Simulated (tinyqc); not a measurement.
# Worked calculation: frequency dispersion of an accumulation capacitance by border traps, distributed model

Program tinyqc, `OMP_NUM_THREADS=1 python tinyqc.py 2202155 2202156 out.jsonl`; Intel Xeon 2.30GHz, shared host, one thread, about 0.6 s. Printed values are rounded.

Traps spread evenly through the insulator exchange electrons with the semiconductor by tunnelling, with tau(x) = t0 exp(2 ka x) at depth x from the interface. The admittance per area Y seen at depth x obeys dY/dx = -Y^2/(i w eps0 eox) + q Nb ln(1 + i w tau)/tau, with Y(0) = i w Cs and w = 2 pi f; the gate sees Y(tox) = G + i w C. Working variable y = Y/(i w), in uF/cm^2. Cox = eps0 eox/tox.

Values chosen for this exercise; permittivity close to that of aluminium oxide:
- eox = 8.67 (relative permittivity of the insulator)
- tox = 12 nm (insulator thickness)
- Cs = 3.5 uF/cm^2 (semiconductor capacitance in accumulation)
- Nb = 6.8e18 cm^-3 eV^-1 (density of border traps)
- ka = 6.5 1/nm (decay constant of the wave function in the insulator)
- t0 = 4e-11 s (time constant of a trap at the interface)
- f = 100 Hz (frequency)
- xe = 1.7 nm (depth down to which the steps are taken)

Constants: q = 1.602176634e-19 C, eps0 = 8.8541878128e-14 F/cm where lengths are in cm. Results are converted to the units shown.

## Scales and lumped estimate

Cox; trap-free value 1/(1/Cox + 1/Cs); response depth d = ln(1/(w t0))/(2 ka), where w tau = 1; lumped estimate: all traps within d act as C_bt = q Nb d placed at d/2, so C = 1/{1/[1/(1/Cs + d/(2 eps0 eox)) + C_bt] + (tox - d/2)/(eps0 eox)}.

Cox = 0.6397151 uF/cm^2
trap-free C = 0.5408591 uF/cm^2
d = 1.346084 nm
C_bt = 0.1466532 uF/cm^2
lumped C = 0.5465898 uF/cm^2

The traps within reach amount to 0.0419 Cs and lie in the first 11.2 % of the insulator.

## Midpoint steps through the active depth

In terms of y: dy/dx = -y^2/(eps0 eox) + s(x), s = q Nb ln(1 + z)/z, z = i w tau. 10 midpoint steps of h = xe/10: y_half = y + (h/2) y'(x, y), y(new) = y + h y'(x + h/2, y_half).

x, point 0 to 10 (nm): [0, 0.17, 0.34, 0.51, 0.68, 0.85, 1.02, 1.19, 1.36, 1.53, 1.7]
s, point 0 to 10 (uF/(cm^2 nm)): [0.1089480+0.0000000i, 0.1089480+0.0000000i, 0.1089480-0.0000001i, 0.1089480-0.0000010i, 0.1089480-0.0000095i, 0.1089479-0.0000862i, 0.1089405-0.0007855i, 0.1083269-0.0070997i, 0.0795867-0.0404737i, 0.0147563-0.0238881i, 0.0017077-0.0050341i]
y, point 0 to 10 (uF/cm^2): [3.500000+0.000000i, 3.266479+0.000000i, 3.064202+0.000000i, 2.887448+0.000000i, 2.731805-0.000001i, 2.593820-0.000005i, 2.470750-0.000048i, 2.360379-0.000439i, 2.260056-0.003748i, 2.158533-0.009834i, 2.060976-0.010733i]

## Capacitance and conductance at the gate

y at xe = 2.060976-0.010733i uF/cm^2

Beyond xe the traps are ignored, so 1/y(tox) = 1/y(xe) + (tox - xe)/(eps0 eox); C = Re y, G/w = -Im y, loss tangent G/(w C).

y at the gate = 0.5473632-0.0007571i uF/cm^2
C = 0.5473632 uF/cm^2
G/w = 7.570684e-4 uF/cm^2
loss tangent = 0.001383119

A fine integration over the whole insulator gives C = 0.54724 and G/w = 7.982e-4 uF/cm^2; the coarse G/w is 5.2 % below that. The fine C is 1.2 % above the trap-free value, and the lumped estimate is 0.12 % below the fine result.
